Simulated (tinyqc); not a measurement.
Deep-level transient spectroscopy (DLTS) of one majority-carrier trap: one step, computed by the program tinyqc. Command: `OMP_NUM_THREADS=1 python tinyqc.py 3023838 3023839 out.jsonl dlts walk`. One thread of a shared host (Intel(R) Xeon(R) Processor @ 2.30GHz), about 0.06 s of CPU time with the checks.

A filling pulse loads the traps in a one-sided junction; under reverse bias they empty at the rate e, and the capacitance relaxes as C(t) = C_0 - dC exp(-e t). The signal is S = [C(t_2) - C(t_1)]/dC.

Task: Peak temperature and width. e = g sigma v N_b exp(-E/k_B T), v = sqrt(3 k_B T/m), N_b = 2 M (2 pi m k_B T/h^2)^(3/2), sigma = sigma_0, E = E_t. S(e) = exp(-e t_1) - exp(-e t_2) peaks at the rate window e_0 = ln(t_2/t_1)/(t_2 - t_1). T_p solves e(T) = e_0 (bisection between 15 and 1500 K); the half-height points solve S = S_max/2 on either side.

Inputs (values chosen for the exercise, with mass and screening modelled on germanium):
```
quantity                    value  unit
density-of-states mass m    0.227   m_0
valleys M                       4     -
trap depth E_t              0.224    eV
cross-section sigma_0     1.4e-16  cm^2
degeneracy ratio g              2     -
gate time t_1              0.0002     s
ratio t_2/t_1                  10     -
temperature T                 151     K
```

Carriers: electrons. Extra term: none.

rate window e_0 = 1279.214 1/s

peak height S_max = 0.6968373

Constants: k_B = 8.617333262e-05 eV/K; k_B = 1.380649e-23 J/K; m_0 = 9.1093837015e-31 kg; h = 6.62607015e-34 J s.

Give: peak temperature T_p; lower half-height point; upper half-height point; full width.

Result:

peak temperature T_p = 156.8 K

lower half-height point = 144.2 K

upper half-height point = 169.6 K

full width = 25.48 K

The width is 16.3 % of T_p, and E_t is 16.6 k_B T_p.
